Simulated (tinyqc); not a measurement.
Voltage drop against the resistance of a horizontal segment.

A grid of 25 by 25 nodes with segments Rx (rows) and Ry (columns); every node draws I1 and the central node kh I1; pads with resistance Rp sit at the nodes whose row and column are multiples of the pitch, counting from 0. The drops u = Vdd - V follow from G u = i, with G the conductance matrix and i the load currents, solved directly. Here the pitch is 12.

Parameters, values chosen for the exercise:
```
symbol,value,unit,meaning
Vdd,1,V,supply voltage
Ry,0.7,ohm,resistance of a vertical segment
Rp,0.26,ohm,resistance from a pad node to the supply
kh,8,,factor on the load at the hot node
I1,0.6,mA,load current of a node in the large grid
```

Voltage drop against the resistance of a horizontal segment:

| Rx (ohm) | pads | worst drop (mV) | mean drop (mV) | largest drop at a pad (mV) | largest pad current (mA) | worst drop over Vdd (%) |
|---|---|---|---|---|---|---|
| 0.035 | 9 | 21.38 | 18.37 | 15.05 | 57.87 | 2.138 |
| 0.07 | 9 | 22.88 | 19.83 | 15.50 | 59.60 | 2.288 |
| 0.14 | 9 | 25.30 | 22.16 | 15.98 | 61.46 | 2.530 |
| 0.28 | 9 | 29.11 | 25.76 | 16.51 | 63.49 | 2.911 |
| 0.56 | 9 | 35.10 | 31.21 | 17.12 | 65.85 | 3.510 |
| 1.1 | 9 | 44.66 | 39.14 | 17.86 | 68.68 | 4.466 |
| 2.2 | 9 | 61.05 | 51.58 | 18.76 | 72.14 | 6.105 |

Read the table: what changes, and by how much?

The worst drop rises from 21.4 to 61.1 mV and the mean drop rises from 18.4 to 51.6 mV. The worst drop goes as Rx^(0.10) between the first two rows and Rx^(0.45) between the last two. The central node is itself a pad.

tinyqc, about 0.3 s, one thread, Intel Xeon 2.30GHz (shared host): `OMP_NUM_THREADS=1 python tinyqc.py 2770126 2770127 out.jsonl`
